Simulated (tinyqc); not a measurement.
Charge neutrality of a doped semiconductor with incomplete ionisation: one step, computed by the program tinyqc.

Energies are counted from the top of the valence band; E_D is measured down from the conduction band and E_A up from the valence band.

Question. Gap and effective densities of states. E_g = E_g0 - alpha T^2/(T + beta). N_c = 2 M_c (2 pi m_e k_B T/h^2)^(3/2) and N_v = 2 (2 pi m_h k_B T/h^2)^(3/2), masses in units of m_0. n_i = sqrt(N_c N_v) exp(-E_g/(2 k_B T)); E_i = E_g/2 + (k_B T/2) ln(N_v/N_c).

Inputs (values chosen for the exercise, modelled on InP):

| quantity | value | unit |
|---|---|---|
| gap at 0 K E_g0 | 1.43 | eV |
| Varshni alpha | 0.000355 | eV/K |
| Varshni beta | 157 | K |
| electron mass m_e | 0.0788 | m_0 |
| valleys M_c | 1 | - |
| hole mass m_h | 0.624 | m_0 |
| temperature T | 150 | K |

Doping: n-type, compensated. Statistics of the bands: Boltzmann.

Constants: m_0 = 9.1093837015e-31 kg; k_B = 1.380649e-23 J/K; h = 6.62607015e-34 J s; k_B = 8.617333262e-05 eV/K.

Give: gap E_g; N_c; N_v; k_B T; intrinsic density n_i; intrinsic level E_i.

Answer.

gap E_g = 1.404 eV

N_c = 1.963e+17 cm^-3

N_v = 4.373e+18 cm^-3

k_B T = 0.01293 eV

intrinsic density n_i = 2.404e-06 cm^-3

intrinsic level E_i = 0.7221 eV
